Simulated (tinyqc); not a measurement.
The decay curve: photoconductance decay in a wafer: bulk and surface recombination modes, and iron detection by pair splitting. Computed by tinyqc, a small Python program. Command: `OMP_NUM_THREADS=1 python tinyqc.py 3112722 3112723 out.jsonl pcd walk`. One thread of a shared host (Intel(R) Xeon(R) Processor @ 2.30GHz), about 0.01 s of CPU time with the checks.

Both faces of the wafer have the same S; injection is low and all coefficients are constant. x runs from -W/2 to W/2.

Inputs (values chosen for the exercise, modelled on p-type silicon):
```
quantity,value,unit
thickness W,775,micrometre
diffusivity D,28.1,cm^2/s
bulk lifetime tau_b without iron,100,microsecond
surface recombination velocity S,8.4,cm/s
absorption coefficient alpha,2400,1/cm
```

Method:
- Even modes cos(a x) obey b tan b = S W/(2 D) with b = a W/2, odd modes sin(a x) obey -b cot b = S W/(2 D); each decays at the rate 1/tau_b + D a^2.
- tau_eff is the decay time of the first mode. The surface time is 1/(D a^2) of that mode; shortcuts for it are W/(2 S), W^2/(pi^2 D) and their sum, whose error is sum/surface time - 1.
- Light from one face makes n(x, 0) proportional to exp(-alpha (x + W/2)). Only even modes carry the thickness average: weight c_n = [sin b/b] int n cos(a x) dx / (int cos^2(a x) dx x mean n), with int exp(-alpha (x + W/2)) cos(a x) dx = [alpha cos b (1 - E) + a sin b (1 + E)]/(alpha^2 + a^2), E = exp(-alpha W), and int cos^2 = W/2 + sin(2 b)/(2 a).
- Mean density = sum_n c_n exp(-t/tau_n) over 60 modes; the local decay time is -1/(d ln n/dt).

W^2/(pi^2 D) = 21.6570 microsecond

tau_eff = 97.8862 microsecond

Decay:
```
t / (W^2/(pi^2 D)),t (microsecond),mean density/start,local decay time (microsecond)
0.02,0.433,0.99462,88.121
0.05,1.083,0.98751,92.117
0.10,2.166,0.97612,94.289
0.20,4.331,0.95417,95.892
0.50,10.828,0.89222,97.327
1.00,21.657,0.79856,97.811
2.00,43.314,0.64004,97.885
```

What follows from these numbers?

The local decay time goes from 88.1 to 97.9 microsecond against tau_eff = 97.9.
